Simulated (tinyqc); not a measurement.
One-electron ion in a basis of Gaussians, step by step. One step of it, computed by the program tinyqc.

Problem. Generalised eigenproblem. Solve H C = S C e through S^(-1/2); each column has its largest component positive (the first on a tie).

H = T + V (hartree):
$$\begin{pmatrix}
-0.350528 & -0.391556 & -0.389483 & -0.340842 & -0.274467 & -0.212005 & -0.160515 \\
-0.391556 & -0.422878 & -0.456354 & -0.546280 & -0.543180 & -0.466466 & -0.372123 \\
-0.389483 & -0.456354 & -0.058733 & 0.016412 & -0.457051 & -0.733736 & -0.739782 \\
-0.340842 & -0.546280 & 0.016412 & 2.244204 & 2.831050 & 0.944292 & -0.493234 \\
-0.274467 & -0.543180 & -0.457051 & 2.831050 & 11.863780 & 14.421833 & 7.597483 \\
-0.212005 & -0.466466 & -0.733736 & 0.944292 & 14.421833 & 47.327499 & 56.915435 \\
-0.160515 & -0.372123 & -0.739782 & -0.493234 & 7.597483 & 56.915435 & 171.230429
\end{pmatrix}$$

S:
$$\begin{pmatrix}
1.000000 & 0.775768 & 0.412194 & 0.183881 & 0.077100 & 0.031699 & 0.012957 \\
0.775768 & 1.000000 & 0.775883 & 0.412230 & 0.183881 & 0.077106 & 0.031709 \\
0.412194 & 0.775883 & 1.000000 & 0.775812 & 0.412135 & 0.183848 & 0.077110 \\
0.183881 & 0.412230 & 0.775812 & 1.000000 & 0.775768 & 0.412128 & 0.183885 \\
0.077100 & 0.183881 & 0.412135 & 0.775768 & 1.000000 & 0.775803 & 0.412238 \\
0.031699 & 0.077106 & 0.183848 & 0.412128 & 0.775803 & 1.000000 & 0.775902 \\
0.012957 & 0.031709 & 0.077110 & 0.183885 & 0.412238 & 0.775902 & 1.000000
\end{pmatrix}$$

Give: eigenvalues of S; eigenvalues; coefficients.

Solution.

eigenvalues of S: [0.0243, 0.0648, 0.1722, 0.4289, 0.9849, 2.0041, 3.3208]

eigenvalues (hartree): [-0.4999, 0.0057, 1.3283, 6.5799, 25.5678, 92.4966, 335.5172]

coefficients:
$$\begin{pmatrix}
0.3650 & 1.5305 & -0.9395 & 0.4246 & -0.2022 & 0.1006 & -0.0503 \\
0.5156 & -1.2966 & 2.3422 & -1.3674 & 0.6634 & -0.3268 & 0.1623 \\
0.1957 & -0.0063 & -1.9611 & 2.5037 & -1.4629 & 0.7274 & -0.3571 \\
0.0527 & -0.0838 & 0.1994 & -2.1953 & 2.4926 & -1.4478 & 0.7135 \\
0.0124 & 0.0013 & -0.0930 & 0.3151 & -2.2644 & 2.4172 & -1.3657 \\
0.0025 & -0.0045 & 0.0129 & -0.0903 & 0.3529 & -2.2004 & 2.2141 \\
0.0009 & -0.0002 & -0.0045 & 0.0111 & -0.0692 & 0.2612 & -1.8764
\end{pmatrix}$$

For Z = 1 and l = 0 the exact lowest level is -Z^2/(2 n^2) with n = l + 1: -0.500000 hartree.
